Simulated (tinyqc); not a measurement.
# Width from the threshold shift

Problem. Undoped body with a flat potential across it, hard walls, transport along x. Three valley pairs (g = 2 each) with the longitudinal mass along x, y or z. Non-parabolicity enters the subband edges through E (1 + al E) = gamma, so E = 2 gamma/(1 + sqrt(1 + 4 al gamma)); motion within a subband is taken as parabolic with the band-edge mass. Energies are counted from the bulk band edge. gamma = C pi^2 [a^2/(my (t + dl)^2) + b^2/(mz (H + dl)^2)], C = hbar^2/(2 m0). Each subband has N_k = g sqrt(2 mx m0 kB T/(pi hbar^2)); without degeneracy n = exp(EF/Vt) sum N_k exp(-E_k/Vt). Classical value Nc times t H, Nc = sum over valleys of 2 g (m m0 kB T/(2 pi hbar^2))^1.5 with m = (mx my mz)^(1/3). Threshold shift dVT = Vt ln(classical value/sum N_k exp(-E_k/Vt)). Find t and the lowest subband edge.

Values chosen for this exercise; masses close to those of silicon:
- T = 300 K (temperature)
- ml = 0.925 m0 (longitudinal mass)
- mt = 0.189 m0 (transverse mass)
- al = 0 1/eV (non-parabolicity)
- dl = 0 nm (widening of the box by penetration into the insulator)
- H = 34.8 nm (height (along z))

Constants: q = 1.602176634e-19 C, kB = 1.380649e-23 J/K, hbar = 1.054571817e-34 J s, m0 = 9.1093837015e-31 kg, Vt = kB T/q, hbar^2/(2 m0) = 0.0380998212 eV nm^2. Results are converted to the units shown.

dVT = 19.508343 mV

Solution. dVT is evaluated for trial values of t with all subbands; between 1.5 and 25 nm one value matches.

t = 8.70 nm
E_1 = 7.01 meV

tinyqc, about 0.2 s, one thread, Intel Xeon 2.30GHz (shared host): `OMP_NUM_THREADS=1 python tinyqc.py 2350003 2350004 out.jsonl`
